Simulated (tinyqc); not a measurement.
## Threshold spread from leakage statistics

Question. VT is Gaussian with standard deviation s and Ioff goes as exp(-VT/(n Vt)), so Ioff is log-normal: mean/median = exp(w^2/2) with w = s/(n Vt). Find w, s, the relative standard deviation sqrt(exp(w^2) - 1) and the share of devices that leak more than the mean, erfc(w/(2 sqrt(2)))/2.

Inputs (values chosen for the exercise):
```
symbol  value  unit              meaning
T         273     K          temperature
n        1.48        subthreshold factor
```

Constants: q = 1.602176634e-19 C, kB = 1.380649e-23 J/K, Vt = kB T/q. Results are converted to the units shown.

mean/median of the off current = 1.0737180

Solution. w = sqrt(2 ln(mean/median)); the mean lies w/2 standard deviations out in ln Ioff.

w = 0.3772
s = 13.13 mV
relative standard deviation = 0.3910
share above the mean = 42.52 %

Program tinyqc, `OMP_NUM_THREADS=1 python tinyqc.py 2090095 2090096 out.jsonl`; Intel Xeon 2.30GHz, shared host, one thread, about 0.01 s.
